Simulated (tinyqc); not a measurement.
Inside a calculation. Method: tight binding, honeycomb lattice. Computed by tinyqc, a small Python program that keeps every step. Settings: t1 = 1.44, t2 = 0, phi = 1.57, delta = 2.17, points = 7. Command: `OMP_NUM_THREADS=1 python tinyqc.py 30098 30099 out.jsonl` (the two numbers bound the seeds that draw the settings). One thread of a shared host (Intel(R) Xeon(R) Processor @ 2.60GHz), about 0.01 s of CPU time with the checks.

## Bloch Hamiltonian at k

Parameters chosen for this model:
```
parameter     value                        unit
t1         1.440000                 eV, nearest
t2                0       eV, second neighbours
phi        1.570000  rad, phase of t2 (Haldane)
delta      2.170000          eV, +/- on A and B
```

k point k (fractions of the reciprocal vectors): 0.43000  0.20000

H_AB = -t1 (1 + exp(-i k.a1) + exp(-i k.a2)); H_AA = delta - 2 t2 sum cos(k.b + phi), H_BB = -delta - 2 t2 sum cos(k.b - phi), b = a1, a2 - a1, -a2.

H(k) at k (eV):
```
                   A                  B
A            2.17000  -0.58203+1.98264i
B  -0.58203-1.98264i           -2.17000
```

## Levels at k

Diagonalise the Hermitian matrix.

eigenvalues (eV): -2.99642  2.99642

weights |c|^2 of the basis functions:
```
    band 1   band 2
A  0.13790  0.86210
B  0.86210  0.13790
```

## Bloch Hamiltonian at K

k point K (fractions of the reciprocal vectors): 0.33333  0.66667

As before.

H(k) at K (eV):
```
         A         B
A  2.17000   0.00000
B  0.00000  -2.17000
```

## Levels at K

As before.

eigenvalues (eV): -2.17000  2.17000

weights |c|^2 of the basis functions:
```
    band 1   band 2
A  0.00000  1.00000
B  1.00000  0.00000
```

## Bands along a path

The same steps at evenly spaced points between the labelled ones.

Bands along the path (eV):
```
k            band 1   band 2
G          -4.83439  4.83439
G-K 0.25   -4.49293  4.49293
G-K 0.50   -3.60601  3.60601
G-K 0.75   -2.60432  2.60432
K          -2.17000  2.17000
K-M 0.25   -2.25048  2.25048
K-M 0.50   -2.41250  2.41250
K-M 0.75   -2.55137  2.55137
M          -2.60432  2.60432
M-K' 0.25  -2.55137  2.55137
M-K' 0.50  -2.41250  2.41250
M-K' 0.75  -2.25048  2.25048
K'         -2.17000  2.17000
```

With 1 band(s) filled, the highest filled level on these points lies at K and the lowest empty one at K: a gap of 4.3400 eV, direct.

## Chern number of the lower band

On a 7 x 7 mesh, the phase of the product of overlaps around each plaquette (k1 then k2); the sum over 2 pi is an integer.

plaquette phases (rad):
```
          1         2         3         4         5         6         7
1   0.00000  -0.01982  -0.04977  -0.04001   0.03189   0.03386   0.01593
2   0.01982   0.00000  -0.03767  -0.09745  -0.05311   0.02966   0.03386
3   0.04977   0.03767   0.00000  -0.08312  -0.14823  -0.05311   0.03189
4   0.04001   0.09745   0.08312   0.00000  -0.08312  -0.09745  -0.04001
5  -0.03189   0.05311   0.14823   0.08312   0.00000  -0.03767  -0.04977
6  -0.03386  -0.02966   0.05311   0.09745   0.03767   0.00000  -0.01982
7  -0.01593  -0.03386  -0.03189   0.04001   0.04977   0.01982   0.00000
```

Chern number = 0.00000
